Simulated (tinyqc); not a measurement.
Franz-Keldysh effect at a direct gap: sweeps and comparisons. A value that a table varies takes the place of the one given here.

Parabolic bands, vertical transitions, no excitons. For each hole band j: mr = me mj/(me + mj); joint density of states J_j(E) = (mr/c)^(3/2) sqrt(E - Eg)/(2 pi^2), both spins, c = hbar^2/2m0; averaged matrix element |e.p|^2 = m0 Ep/6; alpha_j(E) = 4 pi^2 alpha_f c Ep J_j/(3 nr E) in 1/angstrom (alpha_f the fine-structure constant, listed as alpha among the constants), times 1e8 for 1/cm.

In a field Fd (1 kV/cm = 1e-5 V/angstrom) the electro-optic energy of band j is th = (c (e Fd)^2/mr)^(1/3), and sqrt(E - Eg) in J_j is replaced by pi sqrt(th) [Ai'(b)^2 - b Ai(b)^2] with b = (Eg - E)/th; Ai is the Airy function.

Constants: hbar^2/2m0 = 3.80998211 eV angstrom^2; fine-structure constant alpha = 0.007297352564.

Inputs chosen for the exercise (near those of InP; the results hold for these values, not for the real material):
- Eg = 1.319 eV (direct gap)
- me = 0.0817 m0 (electron mass)
- mhh = 0.608 m0 (heavy-hole mass)
- mlh = 0.0914 m0 (light-hole mass)
- Ep = 20.4 eV (Kane energy)
- nr = 3.37 (refractive index)
- Fd = 120 kV/cm (uniform field)
- det = 15 meV (detuning below the gap)

## Spectrum around the gap

Absorption (1/cm):

| E - Eg (eV) | alpha(0) | alpha(F) | change |
|---|---|---|---|
| -0.1060 | 0 | 3.197 | 3 |
| -0.0848 | 0 | 13.59 | 14 |
| -0.0636 | 0 | 52.57 | 53 |
| -0.0424 | 0 | 181.9 | 182 |
| -0.0212 | 0 | 552.6 | 553 |
| 0.0000 | 0 | 1442 | 1442 |
| 0.0212 | 4637 | 3157 | -1479 |
| 0.0424 | 6455 | 5672 | -783 |
| 0.0636 | 7785 | 8205 | 420 |
| 0.0848 | 8854 | 9604 | 750 |
| 0.1060 | 9751 | 9791 | 39 |
| 0.1272 | 10525 | 1.015e+04 | -373 |
| 0.1696 | 11807 | 1.196e+04 | 149 |
| 0.2120 | 12836 | 1.291e+04 | 79 |

How do the results move?

At the gap alpha(F) = 1442 1/cm; 84.8 meV below it 13.6 1/cm remain, the tail falling as exp(-(4/3) b^(3/2)). Among the energies listed the largest rise is 1442 1/cm at E - Eg = 0.0 meV and the largest fall -1479 1/cm at 21.2 meV. It changes sign between 0.0 and 21.2 meV, between 42.4 and 63.6 meV, between 106.0 and 127.2 meV and between 127.2 and 169.6 meV; th is 42.4 meV for heavy holes and 50.3 meV for light holes.

## Tail absorption against field

At E = Eg - det; the field takes the values listed. The last column is the length for 10 dB of loss.

Results:

| Fd (kV/cm) | th heavy (meV) | b heavy | alpha (1/cm) | length (micrometre) |
|---|---|---|---|---|
| 10 | 8.09 | 1.855 | 8.46 | 2.72e+03 |
| 20 | 12.84 | 1.168 | 65.1 | 354 |
| 40 | 20.38 | 0.736 | 228 | 101 |
| 60 | 26.70 | 0.562 | 383 | 60.1 |
| 100 | 37.54 | 0.400 | 638 | 36.1 |
| 150 | 49.19 | 0.305 | 884 | 26.1 |
| 250 | 69.15 | 0.217 | 1.24e+03 | 18.5 |
| 400 | 94.59 | 0.159 | 1.63e+03 | 14.1 |

What can be read from the table?

alpha grows by 1.7 decades from 10 to 60 kV/cm and by a factor 1.31 over the last step, where the field grows by 1.6: the exponent (4/3) b^(3/2) goes as 1/Fd, so the gain is steep only while b > 1 (deep in the tail the light-hole pair, with its smaller b, carries most of it), that is up to 20 kV/cm of those listed. Values below about 10 1/cm lie under the Urbach and exciton tails of a real crystal, left out here.

## What moves the tail

At E = Eg - det. Each row changes one parameter from the base and keeps the others.

Results:

| case | th heavy (meV) | alpha (1/cm) |
|---|---|---|
| base | 42.391 | 743.8 |
| Fd = 156 kV/cm | 50.494 | 909.4 |
| det = 25 meV | 42.391 | 457.6 |
| me = 0.094 m0 | 40.694 | 833.0 |
| mlh = 0.1188 m0 | 42.391 | 780.9 |
| Ep = 22.4 eV | 42.391 | 816.7 |
| nr = 3.54 | 42.391 | 708.1 |

How do the results move?

The largest shifts from the base row, up to three for each result and ties (the steps differ in size, so this ranks the rows, not the parameters). th heavy (meV): Fd +8.103, me -1.697; unchanged at the printed digits by det, mlh, Ep and nr. alpha (1/cm): det -286, Fd +166, me +89.2.

Run: tinyqc, `OMP_NUM_THREADS=1 python tinyqc.py 1650596 1650597 out.jsonl`; Intel(R) Xeon(R) Processor @ 2.30GHz, one thread, shared host; about 0.01 s of CPU time with all checks.
